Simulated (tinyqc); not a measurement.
Worked calculation: one-electron ion in a basis of Gaussians. Computed by tinyqc, a small Python program that keeps every step. Settings: Z = 1, l = 1. Command: `OMP_NUM_THREADS=1 python tinyqc.py 22176 22177 out.jsonl` (the two numbers bound the seeds that draw the settings). One thread of a shared host (Intel(R) Xeon(R) Processor @ 2.60GHz), about 0.01 s of CPU time with the checks.

## Matrices over normalised Gaussians

exponents of r^l exp(-a r^2) (1/bohr^2): [0.006844, 0.009703, 0.013760, 0.019500, 0.027650, 0.039200, 0.055570]

Z = 1

l = 1

With p = a_i + a_j and I(k) = Gamma((k+1)/2) / (2 p^((k+1)/2)): S = I(2l+2), T = (2l+3) a_i a_j S / p, V = -Z I(2l+1), each divided by sqrt(S_ii S_jj).

S:
```
[[1.000000, 0.962824, 0.861205, 0.720363, 0.568162, 0.426960, 0.308715],
 [0.962824, 1.000000, 0.962768, 0.861355, 0.720299, 0.568167, 0.426996],
 [0.861205, 0.962768, 1.000000, 0.962910, 0.861398, 0.720420, 0.568323],
 [0.720363, 0.861355, 0.962910, 1.000000, 0.962793, 0.861253, 0.720282],
 [0.568162, 0.720299, 0.861398, 0.962793, 1.000000, 0.962826, 0.861341],
 [0.426960, 0.568167, 0.720420, 0.861253, 0.962826, 1.000000, 0.962844],
 [0.308715, 0.426996, 0.568323, 0.720282, 0.861341, 0.962844, 1.000000]]
```

T (hartree):
```
[[0.017110, 0.019320, 0.019681, 0.018247, 0.015585, 0.012439, 0.009406],
 [0.019320, 0.024258, 0.027393, 0.027904, 0.025868, 0.022095, 0.017636],
 [0.019681, 0.027393, 0.034400, 0.038841, 0.039571, 0.036687, 0.031340],
 [0.018247, 0.027904, 0.038841, 0.048750, 0.055049, 0.056077, 0.051985],
 [0.015585, 0.025868, 0.039571, 0.055049, 0.069125, 0.078054, 0.079516],
 [0.012439, 0.022095, 0.036687, 0.056077, 0.078054, 0.098000, 0.110658],
 [0.009406, 0.017636, 0.031340, 0.051985, 0.079516, 0.110658, 0.138925]]
```

V (hartree):
```
[[-0.088010, -0.093169, -0.092992, -0.087954, -0.079379, -0.068919, -0.058018],
 [-0.093169, -0.104793, -0.110937, -0.110729, -0.104722, -0.094517, -0.082064],
 [-0.092992, -0.110937, -0.124792, -0.132102, -0.131862, -0.124716, -0.112569],
 [-0.087954, -0.110729, -0.132102, -0.148558, -0.157267, -0.156969, -0.148457],
 [-0.079379, -0.104722, -0.131862, -0.157267, -0.176899, -0.187268, -0.186919],
 [-0.068919, -0.094517, -0.124716, -0.156969, -0.187268, -0.210631, -0.222974],
 [-0.058018, -0.082064, -0.112569, -0.148457, -0.186919, -0.222974, -0.250784]]
```

## Generalised eigenproblem

H = T + V (hartree):
```
[[-0.070900, -0.073848, -0.073311, -0.069707, -0.063795, -0.056480, -0.048612],
 [-0.073848, -0.080535, -0.083545, -0.082825, -0.078855, -0.072421, -0.064428],
 [-0.073311, -0.083545, -0.090392, -0.093262, -0.092291, -0.088029, -0.081229],
 [-0.069707, -0.082825, -0.093262, -0.099808, -0.102218, -0.100892, -0.096471],
 [-0.063795, -0.078855, -0.092291, -0.102218, -0.107774, -0.109213, -0.107403],
 [-0.056480, -0.072421, -0.088029, -0.100892, -0.109213, -0.112631, -0.112317],
 [-0.048612, -0.064428, -0.081229, -0.096471, -0.107403, -0.112317, -0.111859]]
```

Solve H C = S C e through S^(-1/2); each column has its largest component positive (the first on a tie).

eigenvalues of S: [0.000003, 0.000092, 0.001484, 0.017919, 0.171298, 1.243709, 5.565495]

eigenvalues (hartree): [-0.121199, -0.054124, -0.028111, 0.004320, 0.052783, 0.148790, 0.271906]

coefficients:
```
[[-1.046844, -0.889853, 12.608485, 17.553913, -19.005944, -14.290787, -12.162178],
 [4.854420, -1.507490, -33.362659, -58.159022, 80.992666, 67.924576, 63.301499],
 [-11.073348, 4.995322, 43.131659, 79.646834, -150.327436, -145.925205, -156.890239],
 [15.412752, -8.695719, -39.219987, -59.605862, 155.208804, 176.636391, 236.068447],
 [-15.053679, 9.164526, 25.636988, 27.796810, -97.408455, -121.240794, -225.442150],
 [9.042371, -5.660940, -11.306220, -7.085522, 39.435740, 40.403804, 127.501592],
 [-3.257752, 2.116752, 3.005039, -0.132882, -9.150343, -3.394846, -32.632728]]
```

For Z = 1 and l = 1 the exact lowest level is -Z^2/(2 n^2) with n = l + 1: -0.125000 hartree. The basis is nearly linearly dependent, so rounded matrices do not reproduce these digits.
